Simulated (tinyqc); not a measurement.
# Worked calculation: van der Pauw, Hall and four-point-probe measurements on a doped layer

Computed by the program tinyqc: `OMP_NUM_THREADS=1 python tinyqc.py 2850161 2850162 out.jsonl`, one thread of a shared Intel Xeon 2.30GHz, about 0.08 s for the whole run. Printed values are rounded.

A uniform p-type layer with sheet resistance Rs = 1/(q ns mu), point contacts, low field (mu B small).

Parameters, values chosen for the exercise:
```
symbol   value        unit                                                      meaning
ns      4.2e15       cm^-2                                   sheet density of the layer
mu          45  cm^2/(V s)                                               drift mobility
rH         1.1                                                              Hall factor
B          0.3           T                                               magnetic field
I           50          uA                                                      current
ar        1.67              side ratio a/b of a rectangular sample with corner contacts
t          150          nm                                       thickness of the layer
```

Constants: q = 1.602176634e-19 C. Results are converted to the units shown.

## Resistances and Hall voltage

Rs = 1/(q ns mu). For a rectangle with contacts at the corners, RA = (8 Rs/pi) sum_(k>=0) ln coth((2k + 1) pi a/(2 b)) with current along a short side b and voltage along the opposite one, RB the same with a and b exchanged; Hall voltage VH = rH B I/(q ns), negative for electrons.

Rs = 33.02386 ohm/square
RA = 0.8857384 ohm
RB = 26.44426 ohm
VH = 0.002452021 mV

RB/RA = 29.9; for a square both equal Rs ln 2/pi = 7.29 ohm.

## Starting value

z = 2 ln 2/(pi (RA + RB)), exact for RA = RB.

z at the start = 16.14604 mS

## Iteration 1: new z

The van der Pauw equation exp(-pi RA z) + exp(-pi RB z) = 1 is solved for z = 1/Rs: e1 = exp(-pi RA z), e2 = exp(-pi RB z), f = e1 + e2 - 1, f' = -pi (RA e1 + RB e2), z(new) = z - f/f'.

e1 = 0.9560659
e2 = 0.2614883
f = 0.2175541
f' = -0.02438406 kohm
z after iteration 1 = 25.06802 mS

## Iteration 2: new z

As before.

e1 = 0.9326223
e2 = 0.1246085
f = 0.05723080
f' = -0.01294726 kohm
z after iteration 2 = 29.48833 mS

## Iteration 3: new z

As before.

e1 = 0.9212212
e2 = 0.08631048
f = 0.007531705
f' = -0.009733841 kohm
z after iteration 3 = 30.26209 mS

## Course of the iteration

Stop when the step is below 1e-10 mS, or after 40 iterations.

Course of the iteration:
```
iteration  z before the step (mS)  step (mS)
1                        16.14604       8.92
2                        25.06802       4.42
3                        29.48833      0.774
4                        30.26209     0.0190
5                        30.28113    1.11e-5
6                        30.28114   3.71e-12
```

Converged in 6 iterations.

## Sheet density, mobility and bulk values

converged z = 30.28114 mS

Rs = 1/z; Hall sheet density B I/(q |VH|); Hall mobility |VH|/(Rs B I); true values ns = rH times the Hall density, mu = Hall mobility/rH; bulk density ns/t, resistivity Rs t; correction factor F = Rs/[(pi/ln 2)(RA + RB)/2].

Rs = 33.02386 ohm/square
Hall sheet density = 3.818182e15 cm^-2
Hall mobility = 49.5 cm^2/(V s)
ns = 4.2e15 cm^-2
mu = 45 cm^2/(V s)
bulk density = 2.8e20 cm^-3
resistivity = 4.953579e-4 ohm cm
F = 0.5332045

Taking the mean of RA and RB without F would overstate Rs by 88 %.
